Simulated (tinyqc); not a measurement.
Bloch-Grueneisen resistivity of a metal: one step, computed by the program tinyqc.

Electrons scatter from a Debye spectrum of phonons (n = 5 for scattering within one band, n = 3 for scattering into a second, heavy band) and from static defects.

Task: Total resistivity and derived numbers. J_n(y) = int_0^y x^n e^x/(e^x - 1)^2 dx, by 96 Gauss-Legendre points (upper limit at most 60). rho_ph = (n - 1) rho_1 (T/Theta)^n J_n(Theta/T), with rho_1 = 2 pi lambda_tr k_B Theta/(hbar eps_0 w_p^2), the high-temperature line at T = Theta. Matthiessen's rule: rho = rho_0 + rho_ph. Temperature coefficient (1/rho) d rho/dT by a central difference of +/- 0.5 K; residual ratio rho(295 K)/rho(4.2 K); scattering time tau = 1/(eps_0 w_p^2 rho); Wiedemann-Franz kappa = L_0 T/rho, L_0 = (pi^2/3)(k_B/e)^2.

Inputs (values chosen for the exercise, modelled on ruthenium):
```
quantity                      value         unit
exponent n                        3            -
Debye temperature Theta         417            K
transport coupling lambda_tr   0.45            -
Drude plasma energy hbar w_p    7.9           eV
residual resistivity rho_0     0.33  microohm cm
temperature T                   400            K
```

Addition: none.

Constants: k_B = 1.380649e-23 J/K; hbar = 1.054571817e-34 J s; eps_0 = 8.8541878128e-12 F/m; hbar = 6.582119569e-16 eV s; k_B = 8.617333262e-05 eV/K.

Give: resistivity rho; temperature coefficient; residual resistance ratio; scattering time; Wiedemann-Franz conductivity.

Result:

resistivity rho = 11.432 microohm cm

temperature coefficient = 2.6419 1e-3/K

residual resistance ratio = 24.906

scattering time = 6.8584 fs

Wiedemann-Franz conductivity = 85.483 W/(m K)

The coefficient is 1.06 times 1/T; it exceeds 1/T because the phonon part, extended linearly, meets zero above T = 0.
